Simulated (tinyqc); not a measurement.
# Bias-temperature instability from a Gaussian distribution of capture and emission barriers, step by step

A worked calculation. Computed by tinyqc, a small Python program that keeps every step. Command: `OMP_NUM_THREADS=1 python tinyqc.py 3021485 3021486 out.jsonl bti walk`. One thread of a shared host (Intel(R) Xeon(R) Processor @ 2.30GHz), about 0.01 s of CPU time with the checks. Intermediate numbers are printed to about 5 digits and carried at full precision; extremes and crossings named in words are read from the listed rows.

Each trap has a capture time tau_0 exp(E_c/(k_B T)) under stress and an emission time tau_0 exp(E_e/(k_B T)) after it. E_c is Gaussian, and E_e = E_c + d with d Gaussian and independent. A trap counts as filled once t_s exceeds its capture time and as emptied once t_r exceeds its emission time.

Inputs (values chosen for the exercise, for a model p-channel transistor):

| quantity | value | unit |
|---|---|---|
| shift with all traps filled V_max | 120 | mV |
| mean capture barrier at zero field mu_c | 1.55 | eV |
| spread of capture barriers sigma_c | 0.39 | eV |
| lowering of mu_c per field k_F | 0.04 | eV/(MV/cm) |
| oxide field F | 8.7 | MV/cm |
| mean of E_e - E_c at the stress field, delta | -0.11 | eV |
| spread of E_e - E_c, sigma_d | 0.2 | eV |
| time constant tau_0 | 1e-10 | s |
| temperature T | 60 | C |
| stress time t_s | 20000 | s |
| recovery time t_r | 3e-05 | s |
| failure criterion | 50 | mV |

Constants: k_B = 8.617333262e-05 eV/K.

## Stress

Demarcation energies E_s = k_B T ln(t_s/tau_0), E_r = k_B T ln(t_r/tau_0); mean barrier mu = mu_c - k_F F; z = (E_s - mu)/sigma_c; Phi is the standard normal distribution. Temperatures in kelvin are T(C) + 273.15. Shift without recovery dV0 = V_max Phi(z); local time exponent n = d ln dV0/d ln t_s = (k_B T/sigma_c) exp(-z^2/2)/(sqrt(2 pi) Phi(z)); apparent activation energy n E_s.

E_s = 0.94536 eV

mean barrier mu = 1.202 eV

z = -0.65806

shift without recovery dV0 = 30.630 mV

time exponent n = 0.092653

apparent activation energy = 0.087590 eV

The stress has filled 26 % of the traps. The apparent energy 0.088 eV is only the share n of the barriers near 0.95 eV that are being crossed.

## Recovery

Remaining shift dV = V_max int_(-infinity)^(E_s) g(E_c) [1 - Phi((E_r - E_c - delta)/sigma_d)] dE_c, g the Gaussian density of E_c (Gauss-Legendre, 120 points over 7 sigma_c below E_s).

E_r = 0.36206 eV

remaining shift dV = 24.945 mV

remaining share dV/dV0 = 0.81439

A measurement delay of t_r hides 19 % of the shift.

## Lifetime

Solve V_max Phi(z) = criterion for t_s; the power-law extrapolation from the stress point is t_s (criterion/dV0)^(1/n); 1 year = 3.15576e7 s.

log10 of the lifetime in s = 6.9420

log10 of the power-law estimate in s = 6.5980

The power law gives a time shorter by 0.34 decades, since n falls as traps fill; ten years is log10 = 8.50.

## What a measurement delay does to the time exponent

Columns: no delay, and delays of 1 us, 1 ms and 1 s.

Shift (mV):

| t_s (s) | no delay | 1 us | 1 ms | 1 s |
|---|---|---|---|---|
| 1.00e+00 | 9.925 | 6.802 | 3.728 | 1.193 |
| 1.00e+01 | 13.403 | 10.088 | 6.264 | 2.421 |
| 1.00e+02 | 17.676 | 14.245 | 9.794 | 4.475 |
| 1.00e+03 | 22.778 | 19.285 | 14.372 | 7.587 |
| 1.00e+04 | 28.696 | 25.175 | 19.962 | 11.898 |
| 1.00e+05 | 35.369 | 31.835 | 26.453 | 17.405 |
| 1.00e+06 | 42.679 | 39.141 | 33.674 | 23.962 |
| 1.00e+07 | 50.461 | 46.922 | 41.418 | 31.311 |

Between 10 and 1000 s the apparent exponent is 0.115 without delay, 0.141 at 1 us, 0.180 at 1 ms and 0.248 at 1 s: a slow measurement loses more of a short stress than of a long one, which steepens the curve. Without delay the exponent falls from 0.130 to 0.073 over the table, so the growth is not a true power law. Caution: step-function filling and one Gaussian population are simplifications; real devices show several populations.

Checks made by the program: time exponent against a finite difference (relative difference 1e-10).
